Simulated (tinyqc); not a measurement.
Resistance of a source-drain extension with a graded tip: two steps of the calculation.

y runs along the channel, the gate covers y > 0. The doping is N0 for y < y0 and N0 10^(-(y - y0)/la) beyond, uniform over the depth xj. Sheet conductance s(y) = q mu(N) max(N - Nch, 0) xj + (for y > 0) ma Cox Vo, with mu(N) = u0 + (u1 - u0)/(1 + (N/Nr)^au) and Cox = eps0 eox/tox. Current is taken as one-dimensional; depletion of the tip, spreading and the contact are left out. The metallurgical junction lies at yj, where N = Nch.

Parameters, values chosen for the exercise; mobility law close to that of electrons in silicon: relative permittivity of the gate insulator (close to silicon dioxide) eox = 3.9; insulator thickness tox = 2.5 nm; active doping of the extension far from the gate N0 = 2.1e20 cm^-3; lateral abruptness la = 2.2 nm/decade; position under the gate where the fall begins (gate edge at 0) y0 = 1.9 nm; depth of the extension xj = 22 nm; channel doping Nch = 2.5e18 cm^-3; gate overdrive Vo = 0.68 V; mobility of the gate-induced layer ma = 150 cm^2/(V s); mobility at low doping u1 = 1414 cm^2/(V s); mobility at high doping u0 = 68.5 cm^2/(V s); reference doping Nr = 9.2e16 cm^-3; exponent au = 0.711; gate length Lg = 60 nm.

Constants: q = 1.602176634e-19 C, eps0 = 8.8541878128e-14 F/cm where lengths are in cm. Results are converted to the units shown.

Problem 1. Sheet resistances and junction position. yj = y0 + la log10(N0/Nch); sheet resistance of the full extension 1/[q mu(N0)(N0 - Nch) xj] and of the gate-induced layer 1/(ma Cox Vo); metallurgical length Lg - 2 yj; ye is where the doped and the gate-induced conductances are equal.

Wanted: yj; sheet resistance of the extension; sheet resistance of the induced layer; metallurgical length; ye; N at ye.

Solution 1.

yj = 6.1334 nm
sheet resistance of the extension = 184.80 ohm/square
sheet resistance of the induced layer = 7097.8 ohm/square
metallurgical length = 47.733 nm
ye = 5.4028 nm
N at ye = 5.3707e18 cm^-3

The gate takes over 0.731 nm before the junction, where N is still 2.15 times the channel doping.

Problem 2. Resistance of the overlapped part. Midpoint rule on 12 equal steps from 0 to yj: R_ov = sum h/s(y), per width.

Find: y; N; doped conductance; sheet resistance; R_ov.

Solution 2.

```
point,y (nm),N (cm^-3),doped conductance (uS),sheet resistance (ohm/square)
0,0.25556,2.1000e20,5411.3,180.11
1,0.76668,2.1000e20,5411.3,180.11
2,1.2778,2.1000e20,5411.3,180.11
3,1.7889,2.1000e20,5411.3,180.11
4,2.3000,1.3816e20,3628.3,265.31
5,2.8111,8.0921e19,2191.0,428.83
6,3.3223,4.7395e19,1332.3,678.82
7,3.8334,2.7759e19,813.11,1048.2
8,4.3445,1.6259e19,492.87,1577.9
9,4.8556,9.5226e18,288.17,2330.7
10,5.3667,5.5774e18,149.10,3448.4
11,5.8779,3.2667e18,45.137,5375.6
```

R_ov = 8.1136 ohm um

Program tinyqc, `OMP_NUM_THREADS=1 python tinyqc.py 2282216 2282217 out.jsonl`; Intel Xeon 2.30GHz, shared host, one thread, about 0.04 s.
